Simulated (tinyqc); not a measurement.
## Permittivity of the insulator from five potentials

Inverse problem. A node lies on a semiconductor-insulator interface. Steps: hs = tb/2 down into the semiconductor, ho = tox/2 up into the insulator, hy = L/5 sideways. The flux balance of its box reads eox (hy/ho)(above - node) + eps_r (hy/hs)(below - node) + [(eps_r hs + eox ho)/(2 hy)](left + right - 2 node) - q Na (hs/2) hy/eps0 = 0. Find eox.

Inputs (values chosen for the exercise); semiconductor permittivity made up: relative permittivity of the semiconductor eps_r = 9.76; half the body thickness tb = 4 nm; insulator thickness tox = 6.4 nm; channel length L = 38 nm; acceptor density of the depleted body Na = 1.9e18 cm^-3.

Constants: q = 1.602176634e-19 C, eps0 = 8.8541878128e-14 F/cm where lengths are in cm. Results are converted to the units shown.

psi (V): node -0.076938048, above -0.13980818, below -0.053708131, left 0.52, right -0.19541568

Solution. The balance is linear in eox.

eox = 25.00

Numbers from tinyqc (`OMP_NUM_THREADS=1 python tinyqc.py 2480062 2480063 out.jsonl`; about 0.1 s on one thread of a shared Intel Xeon 2.30GHz).
